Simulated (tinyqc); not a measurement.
Charge imbalance from the loss of breakdown voltage.

Question. In a superjunction of pillar doping N and length Lp an imbalance dl lowers BV by q |dl| N Lp^2/(4 eps0 eps_r), as long as the field reaches through the pillar. Find |dl| and the net dose error |dl| N wp.

Inputs (values chosen for the exercise):
```
symbol  value  unit                                     meaning
eps_r    9.34        relative permittivity of the semiconductor
wp        0.5    um                        width of each pillar
```

Constants: q = 1.602176634e-19 C, eps0 = 8.8541878128e-14 F/cm where lengths are in cm. Results are converted to the units shown.

BV balanced and BV measured (V): [1100, 907.93651]
N = 4.1809043e17 cm^-3
Lp = 6.1594210 um

Solution. The loss is linear in |dl|; its sign cannot be told from BV.

|dl| = 2.500 %
dose error = 5.226e11 cm^-2

Computed by the program tinyqc: `OMP_NUM_THREADS=1 python tinyqc.py 2590016 2590017 out.jsonl`, one thread of a shared Intel Xeon 2.30GHz, about 0.01 s for the whole run.
